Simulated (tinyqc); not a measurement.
Length of a polyene: Hueckel, PPP and singles CI along the polyenes. Computed by the program tinyqc. Hueckel uses the same beta without repulsion; CIS keeps all single excitations and so misses the low, doubly excited 2Ag state. W is the valence ionisation energy of a centre, MN the Mataga-Nishimoto formula, f the oscillator strength.

All-trans chains of carbon centres 1.40 angstrom apart:
```
parameter                               value
beta (eV), times 1 +/- alternation  -2.510000
alternation                          0.130000
W (eV)                              11.160000
gamma_rr (eV)                        9.970000
repulsion formula                        Ohno
```

Gaps and excitations (eV):
```
centres  Hueckel gap  PPP orbital gap  bright singlet (CIS)      f  lowest triplet (CIS)
2              5.673           12.831                 7.078  0.607                 4.267
4              3.895           10.389                 5.632  1.094                 3.234
8              2.624            8.485                 4.316  1.886                 2.490
10             2.334            8.040                 3.981  2.235                 2.342
12             2.135            7.739                 3.747  2.567                 2.250
14             1.992            7.526                 3.577  2.891                 2.189
```

Estimate the missing row, centres = 6.

Computed row:
```
centres  Hueckel gap  PPP orbital gap  bright singlet (CIS)      f  lowest triplet (CIS)
6              3.081            9.183                 4.820  1.510                 2.747
```

The Hueckel gap tends to 4 x alternation x |beta| = 1.31 eV for long chains. Exchange opens the PPP orbital gap, and the attraction of electron and hole brings the bright state 3.95 eV below it at 14 centres; the triplet lies 1.39 eV lower still.
